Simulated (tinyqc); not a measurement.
Graded (staircase) quantum well by finite differences: one step. Lowest levels on the coarse grid. The numbers come from values chosen for the exercise (near those of an InGaAs well in InAlAs).

diagonal H_ii (eV): [0.814773, 0.814773, 0.814773, 0.834590, 0.600645, 0.504077, 0.480272, 0.504077, 0.600645, 0.834590, 0.814773, 0.814773, 0.814773]

H_(i,i+1) (eV): [-0.136887, -0.136887, -0.136887, -0.156703, -0.203941, -0.240136, -0.240136, -0.203941, -0.156703, -0.136887, -0.136887, -0.136887]

Question. Diagonalise the symmetric tridiagonal matrix; give the three lowest levels and the weights u_i^2 (sum 1) of the two lowest.

Give: levels; weights on the points.

Answer.

levels (eV): [0.1057, 0.3212, 0.4989]

weights on the points:
```
             1      2      3      4      5      6      7      8      9     10     11     12
level 1  0.000  0.000  0.000  0.002  0.048  0.246  0.405  0.246  0.048  0.002  0.000  0.000
level 2  0.000  0.000  0.002  0.023  0.211  0.263  0.000  0.263  0.211  0.023  0.002  0.000

            13
level 1  0.000
level 2  0.000
```

(tinyqc, `OMP_NUM_THREADS=1 python tinyqc.py 1282422 1282423 out.jsonl`, Intel(R) Xeon(R) Processor @ 2.30GHz, 1 thread, shared host, about 0.02 s.)
